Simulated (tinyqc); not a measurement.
Hubbard chain of 4 sites, step by step. One step of it, computed by the program tinyqc.

Question. Mean-field iteration 1. H(up) = T + U n(down), H(down) = T + U n(up); fill the lowest levels; n(new) = n + mixing (n(out) - n); E = tr T (rho up + rho down) + U sum n_up n_down of the output.

one-body matrix (hopping and site energies) (eV), order 1, 2, 3, 4:
```
[[-0.330000, -1.510000, 0.000000, 0.000000],
 [-1.510000, -0.910000, -1.510000, 0.000000],
 [0.000000, -1.510000, 0.370000, -1.510000],
 [0.000000, 0.000000, -1.510000, -0.910000]]
```

U = 8.600000 eV

electrons, up and down: [3, 1]

mixing = 0.500000

n(up) at the start (a guess, not normalised): [0.800000, 0.700000, 0.800000, 0.700000]

n(down) at the start (a guess): [0.200000, 0.300000, 0.200000, 0.300000]

Give: levels, up; levels, down; energy; n(up) after iteration 1; n(down) after iteration 1.

Answer.

levels, up (eV): [-0.6873, 0.7028, 2.5533, 4.2512]

levels, down (eV): [3.4422, 4.6880, 7.1385, 8.7513]

energy = -0.6316 eV

n(up) after iteration 1: [0.8558, 0.6914, 0.6786, 0.7742]

n(down) after iteration 1: [0.1611, 0.4087, 0.1990, 0.2312]
